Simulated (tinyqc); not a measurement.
Implant damage, amorphisation by cascade overlap, and solid-phase epitaxial regrowth: one step, computed by the program tinyqc. Command: `OMP_NUM_THREADS=1 python tinyqc.py 3111407 3111408 out.jsonl sper walk`. One thread of a shared host (Intel(R) Xeon(R) Processor @ 2.30GHz), about 0.01 s of CPU time with the checks.

Range and width of the damage are inputs. Dynamic annealing enters only through the surviving share f.

Problem. Damage energy and displacements per ion. Robinson partition: eps = E a M2/(Z1 Z2 (e^2/(4 pi eps_0)) (M1 + M2)), a = 0.8853 a_0/sqrt(Z1^(2/3) + Z2^(2/3)); k = 0.0793 Z1^(2/3) Z2^(1/2) (M1 + M2)^(3/2)/((Z1^(2/3) + Z2^(2/3))^(3/4) M1^(3/2) M2^(1/2)); damage energy T_d = E/(1 + k (eps + 0.40244 eps^(3/4) + 3.4008 eps^(1/6))); displacements nu = 0.8 T_d/(2 E_d).

Inputs (values chosen for the exercise, modelled on germanium ions in silicon):

| quantity | value | unit |
|---|---|---|
| ion Z1 | 32 | - |
| ion mass M1 | 72.6 | u |
| target Z2 | 14 | - |
| target mass M2 | 28.09 | u |
| ion energy E | 47 | keV |
| displacement energy E_d | 13 | eV |

Constants: a_0 = 0.529177210903 angstrom; e^2/(4 pi eps_0) = 14.39964548 eV angstrom.

Give: reduced energy eps; k; damage energy T_d; T_d/E; displacements per ion nu.

Solution.

reduced energy eps = 0.2389

k = 0.1158

damage energy T_d = 34.72 keV

T_d/E = 0.7386

displacements per ion nu = 1068

26 % of the energy goes to electrons.
